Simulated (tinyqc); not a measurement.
Inside a calculation. Method: CIS and TDHF on RHF in the sto-3g basis, frozen core, for BeH2, spin multiplicity 1. One step of it, computed by the program tinyqc.

Problem. CIS matrix, triplets. A(ia,jb) = (e_a - e_i) d_ij d_ab - (ij|ab).

orbital energies (hartree): MO1 -4.522710, MO2 -0.446859, MO3 -0.408533, MO4 0.212984, MO5 0.213009, MO6 0.432218, MO7 0.870021

Two-electron integrals over orbitals (pq|rs), unique and non-zero (hartree); the lowest 1 orbital is frozen and left out:
```
(22|22) 0.394762    (32|22) -0.023012   (32|32) 0.160257    (33|22) 0.401838
(33|32) 0.019105    (33|33) 0.430357    (42|22) 0.000732    (42|32) -0.000055
(42|33) 0.000736    (42|42) 0.048623    (43|22) -0.000075   (43|32) 0.000877
(43|33) 0.000163    (43|42) 0.002136    (43|43) 0.014174    (44|22) 0.364753
(44|32) -0.000083   (44|33) 0.350669    (44|42) -0.001859   (44|43) -0.000140
(44|44) 0.449878    (52|52) 0.048623    (53|52) 0.002137    (53|53) 0.014166
(54|52) -0.000638   (54|53) -0.000043   (54|54) 0.024256    (55|22) 0.364764
(55|32) -0.000083   (55|33) 0.350672    (55|42) -0.000583   (55|43) -0.000054
(55|44) 0.401356    (55|55) 0.449859    (62|22) -0.022457   (62|32) 0.006873
(62|33) -0.044427   (62|42) -0.000233   (62|43) 0.000007    (62|44) 0.056475
(62|55) 0.056500    (62|62) 0.078799    (63|22) 0.011471    (63|32) -0.092583
(63|33) -0.015078   (63|42) 4.09e-06    (63|43) -0.000733   (63|44) 0.005758
(63|55) 0.005760    (63|62) 0.002319    (63|63) 0.084444    (64|22) 0.000265
(64|32) -0.000019   (64|33) -0.000203   (64|42) 0.047053    (64|43) 0.003333
(64|44) -0.000427   (64|55) 0.000448    (64|62) 0.001501    (64|63) 0.000143
(64|64) 0.050538    (65|52) 0.047083    (65|53) 0.003335    (65|54) -0.000438
(65|65) 0.050562    (66|22) 0.390644    (66|32) 0.003669    (66|33) 0.402789
(66|42) 0.001836    (66|43) 0.000153    (66|44) 0.363456    (66|55) 0.363492
(66|62) -0.032206   (66|63) -0.005355   (66|64) 0.001209    (66|66) 0.406916
(72|22) 0.006889    (72|32) -0.042492   (72|33) -0.002865   (72|42) 0.000133
(72|43) -0.000798   (72|44) -0.004456   (72|55) -0.004457   (72|62) -0.009195
(72|63) 0.060827    (72|64) -0.000049   (72|66) 0.000857    (72|72) 0.057132
(73|22) -0.003553   (73|32) 0.000242    (73|33) -0.019469   (73|42) -0.001141
(73|43) -0.000124   (73|44) 0.062433    (73|55) 0.062434    (73|62) 0.073912
(73|63) 0.009113    (73|64) 0.000582    (73|66) -0.024177   (73|72) -0.003867
(73|73) 0.083334    (74|22) 0.000255    (74|32) -0.001931   (74|33) -0.000255
(74|42) -0.001884   (74|43) 0.013539    (74|44) 0.000021    (74|55) 3.19e-07
(74|62) -0.000095   (74|63) 0.001167    (74|64) -0.000705   (74|66) -0.000083
(74|72) 0.000318    (74|73) -0.000012   (74|74) 0.016729    (75|52) -0.001885
(75|53) 0.013549    (75|54) 0.000010    (75|65) -0.000706   (75|75) 0.016703
(76|22) -0.018797   (76|32) 0.140719    (76|33) 0.018889    (76|42) -0.000090
(76|43) 0.000997    (76|44) -0.000244   (76|55) -0.000245   (76|62) 0.005346
(76|63) -0.093822   (76|64) -0.000069   (76|66) 0.004821    (76|72) -0.053298
(76|73) -0.001043   (76|74) -0.001689   (76|76) 0.139384    (77|22) 0.421089
(77|32) -0.006673   (77|33) 0.437623    (77|42) 0.000162    (77|43) -0.000033
(77|44) 0.387472    (77|55) 0.387464    (77|62) -0.031398   (77|63) 0.002072
(77|64) -0.000480   (77|66) 0.428738    (77|72) 0.004040    (77|73) -0.006230
(77|74) 0.000064    (77|76) -0.004426   (77|77) 0.479285
```

Give: CIS matrix A, triplet.

Solution.

CIS matrix A, triplet (hartree), order 2>4, 2>5, 2>6, 2>7, 3>4, 3>5, 3>6, 3>7:
$$\begin{pmatrix}
0.2951 & 0.0000 & -0.0003 & -0.0003 & 0.0001 & 0.0000 & 0.0000 & 0.0019 \\
0.0000 & 0.2951 & 0.0000 & 0.0000 & 0.0000 & 0.0001 & 0.0000 & 0.0000 \\
-0.0003 & 0.0000 & 0.4884 & 0.0188 & 0.0000 & 0.0000 & -0.0037 & -0.1407 \\
-0.0003 & 0.0000 & 0.0188 & 0.8958 & 0.0019 & 0.0000 & -0.1407 & 0.0067 \\
0.0001 & 0.0000 & 0.0000 & 0.0019 & 0.2708 & 0.0000 & 0.0002 & 0.0003 \\
0.0000 & 0.0001 & 0.0000 & 0.0000 & 0.0000 & 0.2709 & 0.0000 & 0.0000 \\
0.0000 & 0.0000 & -0.0037 & -0.1407 & 0.0002 & 0.0000 & 0.4380 & -0.0189 \\
0.0019 & 0.0000 & -0.1407 & 0.0067 & 0.0003 & 0.0000 & -0.0189 & 0.8409
\end{pmatrix}$$
